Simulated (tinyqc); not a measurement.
Chip with leakage that grows with temperature, electro-thermal loop and runaway: course of the iteration: temperature by substitution.

One temperature T for the device, T = T0 + Rth P(T), with P(T) = Pd + Pl (T/300 K)^2 exp[(q Ea/kB)(1/(300 K) - 1/T)]. The loop gain is Rth dP/dT; a solution is thermally stable when it is below one.

P(T) = Pd + Pl (T/300 K)^2 exp[(q Ea/kB)(1/(300 K) - 1/T)]; T(new) = T0 + Rth P(T).

Stop when T changes by less than 1e-6 K, or after 200 iterations.

Parameters, values chosen for the exercise: ambient temperature T0 = 340 K; temperature-independent switching power Pd = 11 W; leakage power at 300 K Pl = 0.0081 W; activation energy of the leakage Ea = 0.49 eV; thermal resistance Rth = 3.9 K/W.

Constants: q = 1.602176634e-19 C, kB = 1.380649e-23 J/K. Results are converted to the units shown.

T at the start = 340 K

Course of the iteration:

| iteration | T (K) | \|change\| (K) |
|---|---|---|
| 1 | 383.277 | 43.3 |
| 2 | 386.069 | 2.79 |
| 3 | 386.479 | 0.410 |
| 4 | 386.543 | 0.0641 |
| 5 | 386.553 | 0.0101 |
| 6 | 386.555 | 1.60e-3 |
| 7 | 386.555 | 2.53e-4 |
| 8 | 386.555 | 3.99e-5 |
| 9 | 386.555 | 6.30e-6 |
| 10 | 386.555 | 9.96e-7 |

Did this iteration meet its convergence test, and what does its course show?

Yes. Converged in 10 iterations. At the end each change is about 0.16 times the one before: linear convergence.

Computed by the program tinyqc: `OMP_NUM_THREADS=1 python tinyqc.py 2520051 2520052 out.jsonl`, one thread of a shared Intel Xeon 2.30GHz, about 0.01 s for the whole run.
